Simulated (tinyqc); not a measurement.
p-type polysilicon, carrier trapping at grain boundaries: effect of the temperature.

One-dimensional grains of size Lg, uniform ionised doping N, monovalent traps Qt at each boundary at a depth Et below (for electrons) or above (for holes) the band edge there, abrupt depletion of width W on each side of a boundary, Boltzmann statistics. xi is the distance from the band edge at the grain centre to the Fermi level. Trapped charge Qt/(1 + exp((xi + VB - Et)/Vt)) = 2 N W, barrier VB = q N W^2/(2 eps0 eps_r).

NB is given at 300 K and scales as (T/300 K)^1.5. If the trap equation with xi = Vt ln(NB/N) has a root W < Lg/2, the grain is partly depleted; otherwise W = Lg/2 and the trap equation gives xi = Et - VB + Vt ln(Qt/(N Lg) - 1). N* = Qt/Lg. n0 = NB exp(-xi/Vt); mean density n0 (1 - 2 W/Lg) by charge balance in a partly depleted grain, and n0 (sqrt(pi)/2) erf(u)/u with u = sqrt(VB/Vt) in a fully depleted one; v = sqrt(kB T/(2 pi ms m0)); barrier resistivity Vt exp(VB/Vt)/(q fe n0 v Lg); grain resistivity (1 - 2 W/Lg)/(q n0 mug); effective mobility 1/(q mean density total resistivity). Rows with xi above 0.45 V, towards mid-gap, are left out, since the other carrier type is ignored.

Parameters, values chosen for the exercise; values of the order met in polycrystalline silicon: relative permittivity eps_r = 11.7; valence-band density of states at the reference temperature NB = 2.65e19 cm^-3; grain size Lg = 66 nm; trap density of a grain boundary Qt = 6e11 cm^-2; depth of the trap level from the majority band edge at the boundary Et = 0.35 eV; mass for thermionic emission ms = 0.42 m0; correction factor of the emission rate fe = 1; mobility inside the grains mug = 230 cm^2/(V s); doping N = 5.5e17 cm^-3.

Constants: q = 1.602176634e-19 C, kB = 1.380649e-23 J/K, m0 = 9.1093837015e-31 kg, Vt = kB T/q, eps0 = 8.8541878128e-14 F/cm where lengths are in cm. Results are converted to the units shown.

The same in every row: N/N* = 6.050.

Result of one run:

| T (K) | depleted share 2 W/Lg | VB (V) | xi (V) | mean density (cm^-3) | resistivity (ohm cm) | effective mobility (cm^2/(V s)) |
|---|---|---|---|---|---|---|
| 240 | 0.1653 | 0.01265 | 0.07322 | 4.591e17 | 0.05884 | 231.0 |

What becomes of these results when the temperature T is changed from 240 to 440 K, all else the same?

Result of the changed run:

| T (K) | depleted share 2 W/Lg | VB (V) | xi (V) | mean density (cm^-3) | resistivity (ohm cm) | effective mobility (cm^2/(V s)) |
|---|---|---|---|---|---|---|
| 440 | 0.1634 | 0.01236 | 0.1687 | 4.601e17 | 0.05925 | 228.9 |

The whole series:

| T (K) | depleted share 2 W/Lg | VB (V) | xi (V) | mean density (cm^-3) | resistivity (ohm cm) | effective mobility (cm^2/(V s)) |
|---|---|---|---|---|---|---|
| 200 | 0.1653 | 0.01265 | 0.05630 | 4.591e17 | 0.05940 | 228.9 |
| 240 | 0.1653 | 0.01265 | 0.07322 | 4.591e17 | 0.05884 | 231.0 |
| 280 | 0.1653 | 0.01265 | 0.09100 | 4.591e17 | 0.05866 | 231.8 |
| 320 | 0.1652 | 0.01265 | 0.1095 | 4.591e17 | 0.05868 | 231.7 |
| 360 | 0.1651 | 0.01262 | 0.1287 | 4.592e17 | 0.05882 | 231.1 |
| 400 | 0.1646 | 0.01255 | 0.1484 | 4.595e17 | 0.05901 | 230.2 |
| 440 | 0.1634 | 0.01236 | 0.1687 | 4.601e17 | 0.05925 | 228.9 |

As T goes from 200 to 440, VB falls from 0.0127 to 0.0124 V, the resistivity goes from 0.0594 through a minimum of 0.0587 (at T = 280 among the rows listed) to 0.0592 ohm cm and the effective mobility goes from 229 through a maximum of 232 (at T = 280 among the rows listed) to 229 cm^2/(V s). The activation energy kB ln(rho1/rho2)/(1/T1 - 1/T2) is 9.79e-4 eV between the first two rows and -0.00150 eV between the last two; mug is held fixed. In every row VB is below Vt, where abrupt depletion and thermionic emission are rough. For T = 240, 280, 320, 360, 400 the effective mobility exceeds mug, since drift through the depleted part of the grain is left out.

Computed by the program tinyqc: `OMP_NUM_THREADS=1 python tinyqc.py 2830265 2830266 out.jsonl`, one thread of a shared Intel Xeon 2.30GHz, about 0.01 s for the whole run.
